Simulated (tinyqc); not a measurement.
Incorporation against temperature: precursor delivery by bubblers, mass-transport growth and the solid composition of a III-V alloy. Computed by tinyqc, a small Python program. Command: `OMP_NUM_THREADS=1 python tinyqc.py 3022096 3022097 out.jsonl movpe_thermo walk`. One thread of a shared host (Intel(R) Xeon(R) Processor @ 2.30GHz), about 0.01 s of CPU time with the checks.

1 sccm = 44.615 micromol/min; 1 torr = 133.322 Pa. The sources decompose fully at the surface.

Inputs (values chosen for the exercise, modelled on triethylgallium (source 1) and trimethylindium (source 2) for the vapour pressures):
```
quantity                                                                                                  value        unit
bath temperature T1                                                                                         283           K
bath temperature T2                                                                                         295           K
bubbler pressure p_b                                                                                       1400        torr
carrier flow F1                                                                                              29        sccm
carrier flow F2                                                                                              98        sccm
total flow F_t                                                                                               26         slm
group-V flow F_V                                                                                             69        sccm
reactor pressure p                                                                                          200        torr
growth temperature T                                                                                        910           K
diffusivity at 273 K and 760 torr                                                                           0.3      cm^2/s
flow cross-section A                                                                                         18        cm^2
distance from the leading edge z                                                                            9.7          cm
lattice constant a                                                                                         5.64    angstrom
interaction L0 of the solid                                                                                20.1      kJ/mol
log10 of p_B,eq over pure BC at 1000 K and 1 torr of group V (exaggerated: liquid indium has about -4.1)   -1.9  log10 torr
enthalpy of that equilibrium H                                                                              337      kJ/mol
```

Alloy: mixing on the group-III sites, with desorption of B.

constants a, b of source 1 (log10 torr, K): 8.075  2162

constants a, b of source 2 (log10 torr, K): 10.53  3014

Constants: k_B = 1.380649e-23 J/K; R = 8.314462618 J/(mol K).

Method:
- log10 p_v = a - b/T_bath; molar flow = F x 44.615 x p_v/(p_b - p_v) for a saturated bubbler.
- p_i = p n_i/(44615 F_t), F_t in slm; p_V = p F_V/(1000 F_t), counted per molecule supplied; V/III = 44.615 F_V/(n1 + n2); vapour fraction of source 2 = n2/(n1 + n2).
- Mean velocity u = (F_t/A)(760/p)(T/273); D = D0 (T/273)^1.75 (760/p); boundary layer delta = sqrt(pi D z/u); flux = D dp/(delta k_B T); growth rate = flux x a^3/4.
- A sticks fully. B desorbs: its surface pressure is p_B* = x gamma_B K/sqrt(p_V), ln gamma_B = L0 (1 - x)^2/(R T), K = 10^(log10 K at 1000 K) exp[-(H/R)(1/T - 1/1000)], p_V in torr. With equal diffusivities x = (p_2 - p_B*)/(p_1 + p_2 - p_B*). Growth rate = rate per torr x p_1/(1 - x).

p_2 = 0.00110878 torr

K/sqrt(p_V) = 3.13775e-04 torr

p_V = 0.530769 torr

vapour fraction of source 2 = 0.718173

p_1 = 4.35108e-04 torr

At fixed flows:
```
T (K)  K/sqrt(p_V) (torr)           x  share of B incorporated, 1 - p_B*/p_2
826            3.3843e-06  7.1761e-01                             9.9723e-01
859            2.2292e-05  7.1447e-01                             9.8193e-01
889            1.0957e-04  6.9907e-01                             9.1163e-01
911            3.2950e-04  6.5123e-01                             7.3274e-01
937            1.1324e-03  1.3158e-01                             5.9459e-02
961            3.3356e-03  3.0917e-02                             1.2520e-02
989            1.1009e-02  9.1029e-03                             3.6050e-03
1030           5.6266e-02  1.9003e-03                             7.4714e-04
```

What follows from these numbers?

x equals the vapour fraction 0.718 while gamma_B K/sqrt(p_V) is small against p_1 + p_2 = 0.0015 torr and falls once it is not. Between the last rows the apparent energy R d ln x/d(1/T) is 324 kJ/mol, against H = 337. Caution: x lies inside the spinodal of the bulk alloy, 2 L0 x (1 - x) > R T; only kinetics or coherency strain keep such a layer uniform. Caution: rows with 2 L0 x (1 - x) > R T lie inside the spinodal of the bulk alloy.
